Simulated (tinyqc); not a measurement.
# Worked calculation: random telegraph noise from one oxide trap in a small MOSFET

Numbers from tinyqc (`OMP_NUM_THREADS=1 python tinyqc.py 2710084 2710085 out.jsonl`; about 0.01 s on one thread of a shared Intel Xeon 2.30GHz). Printed values are rounded.

An acceptor-like trap exchanges electrons with the channel. Inversion charge Q = Cox u, u = n Vt W0(exp((Vg - VT)/(n Vt))), W0 the Lambert function, n = nf, Cox = eps0 eox/tox; linear regime Id = (W/L) mu Q Vd. Relative to threshold the surface potential rises by Vt ln(u/u0) and the oxide voltage by the rest of Vg - VT, with u0 = n Vt W0(1).

Values chosen for this exercise; values of the order met in silicon transistors:
- T = 200 K (temperature)
- eox = 9.06 (relative permittivity of the gate insulator (close to aluminium oxide))
- tox = 7.7 nm (insulator thickness)
- xt = 1.4 nm (depth of the trap from the channel interface)
- E0 = 0.18 eV (trap level above the channel Fermi level at threshold)
- s0 = 2e-17 cm^2 (capture prefactor)
- EB = 0.2 eV (capture barrier (lattice relaxation))
- lt = 0.18 nm (tunnelling decay length)
- vth = 1.3e7 cm/s (thermal velocity)
- zi = 2.5 nm (thickness of the inversion layer)
- VT = 0.42 V (threshold voltage)
- nf = 1.35 (body factor)
- W = 37 nm (gate width)
- L = 20 nm (gate length)
- mu = 330 cm^2/(V s) (mobility)
- asc = 0 V s (scattering coefficient of the charged trap)
- Vd = 0.05 V (drain voltage)
- Vg = 1.06 V (gate voltage)

Constants: q = 1.602176634e-19 C, kB = 1.380649e-23 J/K, Vt = kB T/q, eps0 = 8.8541878128e-14 F/cm where lengths are in cm. Results are converted to the units shown.

Range of the model: VT is taken as given; short-channel effects and the uneven flow of current among few electrons are left out.

## Trap level, time constants and occupancy

N = Cox u/q; dpsi = Vt ln(u/u0); E = E0 - dpsi - (xt/tox)(Vg - VT - dpsi); capture time tc = 1/[(N/zi) vth s0 exp(-xt/lt - EB/Vt)]; emission time te = tc exp(-E/Vt); occupancy te/(tc + te).

u = 0.5657526 V
N = 3.678768e12 cm^-2
dpsi = 0.06477258 V
E = 0.01064062 eV
tc = 0.06837360 s
te = 0.03687709 s
occupancy = 0.3503739

The trap lies 0.62 Vt above the Fermi level, so it is empty most of the time.

## Step height

A = W L; threshold step dV = q (1 - xt/tox)/(Cox A); gm/Id = 1/(u + n Vt); relative step dI/I = (gm/Id) dV + asc mu/A. Id as defined.

electrons in the channel N A = 27.22288
dV = 17.00366 mV
gm/Id = 1.697737 1/V
number part of dI/I = 2.886773 %
dI/I = 2.886773 %
Id = 17.99154 uA
dI = 519.3751 nA

## Lorentzian spectrum

Spectrum S(f) = 4 dI^2/{(tc + te)[(1/tc + 1/te)^2 + (2 pi f)^2]}; corner fc = (1/tc + 1/te)/(2 pi); variance dI^2 tc te/(tc + te)^2. Give S at f = 0, at fc and at 10 fc.

fc = 6.643547 Hz
S(0) = 5.883525e-15 A^2/Hz
S(fc) = 2.941762e-15 A^2/Hz
S(10 fc) = 5.825272e-17 A^2/Hz
rms current = 247.7871 nA

The rms value is 0.477 of the step; it reaches its largest share, 1/2, when tc = te.
